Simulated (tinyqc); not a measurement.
# One electron in a tunnel-coupled double dot: charge qubit, sensing and quantum capacitance: what changes with what

Basis (left, right), H = [[ep/2, tc], [tc, -ep/2]], splitting Om = sqrt(ep^2 + 4 tc^2), ep = al times the gate voltage. In equilibrium the electron is on the right with the chance P_R = [1 + (ep/Om) tanh(Om/2 kB T)]/2.

Parameters, values chosen for the exercise: tunnel coupling tc = 24 ueV; electron temperature T = 0.28 K; lever arm of the gate on the detuning al = 0.34 eV/V; resonator frequency f0 = 560 MHz.

Constants: q = 1.602176634e-19 C, kB = 1.380649e-23 J/K, h = 6.62607015e-34 J s, Vt = kB T/q. Results are converted to the units shown.

Each table varies one quantity; the others keep the values above.

## Peak signal against tunnel coupling

At ep = 0: q^2 al^2 dP_R/d(ep) splits into Cq = q^2 al^2 (2 tc^2/Om^3) tanh(Om/2 kB T) and Ct = q^2 al^2 (ep/Om)^2/(4 kB T cosh^2(Om/2 kB T)); Ct appears only if relaxation is faster than the drive. A resonator of frequency f0, capacitance Cp and quality factor Q shifts by df = -f0 Cq/(2 Cp) and its phase by -2 Q Cq/Cp. The slope dP_R/d(ep) there is tanh(tc/kB T)/(4 tc).

Peak signal against tunnel coupling:
```
tc (ueV)  tc/kB T  Cq (aF)  slope (1/ueV)  2 tc/h (GHz)
2.9       0.12019   190.98       0.010312        1.4024
5.2       0.21551   188.98       0.010204        2.5147
9.6       0.39787   182.38      0.0098470        4.6425
18        0.74600   162.77      0.0087883        8.7048
32         1.3262   125.64      0.0067838        15.475
59         2.4452   77.308      0.0041741        28.532
110        4.5589   42.084      0.0022722        53.196
200        8.2889   23.151      0.0012500        96.720
360        14.920   12.862      6.9444e-4        174.10
```

What does the table show?

The peak Cq falls from 191 to 12.9 aF: it levels off at q^2 al^2/(4 kB T) = 192 aF for weak coupling and goes as tc^(-1.00) between the last two rows. Below tc of about kB T the slope measures temperature rather than coupling. For tc = 2.9 2 tc/h is less than three times the drive frequency f0, so the electron cannot follow adiabatically.

## Line shape against detuning

q^2 al^2 dP_R/d(ep) splits into Cq = q^2 al^2 (2 tc^2/Om^3) tanh(Om/2 kB T) and Ct = q^2 al^2 (ep/Om)^2/(4 kB T cosh^2(Om/2 kB T)); Ct appears only if relaxation is faster than the drive. A Ct of 0 means below 1e-6 aF.

Line shape against detuning:
```
ep (ueV)  Om (ueV)     P_R  Cq (aF)  Ct (aF)
0            48.00  0.5000    146.5        0
16.9         50.89  0.6301    126.9    8.170
33.8         58.71  0.7414    88.44    18.87
50.7         69.82  0.8250    56.11    20.13
67.6         82.91  0.8823    35.10    15.42
84.4         97.09  0.9194    22.49    10.01
101.3        112.1  0.9432    14.86    5.905
118.2        127.6  0.9586    10.17    3.298
135.1        143.4  0.9687    7.202    1.781
152          159.4  0.9755    5.254   0.9411
168.9        175.6  0.9803    3.936   0.4902
```

Cq falls from 147 to 3.94 aF, and Ct goes from 0 through a maximum of 20.1 (at ep = 50.7 ueV among the rows listed) to 0.490 aF. Among the rows listed Ct reaches at most 13.7 % of the peak of Cq, with tc/kB T = 0.99: heat populates the upper level, lowers Cq and adds side lobes.

Numbers from tinyqc (`OMP_NUM_THREADS=1 python tinyqc.py 2470003 2470004 out.jsonl`; about 0.01 s on one thread of a shared Intel Xeon 2.30GHz).
